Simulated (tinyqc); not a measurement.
Inside a calculation. Method: tight binding, honeycomb lattice. One step of it, computed by the program tinyqc.

Question. Levels at k. Diagonalise the Hermitian matrix.

H(k) at k (eV), order A, B:
$$\begin{pmatrix}
0.000000 & -5.943651+1.279393i \\
-5.943651-1.279393i & 0.000000
\end{pmatrix}$$

Give: eigenvalues; weights |c|^2 of the basis functions.

Answer.

eigenvalues (eV): [-6.0798, 6.0798]

weights |c|^2 of the basis functions, order A, B:
$$\begin{pmatrix}
0.5000 & 0.5000 \\
0.5000 & 0.5000
\end{pmatrix}$$
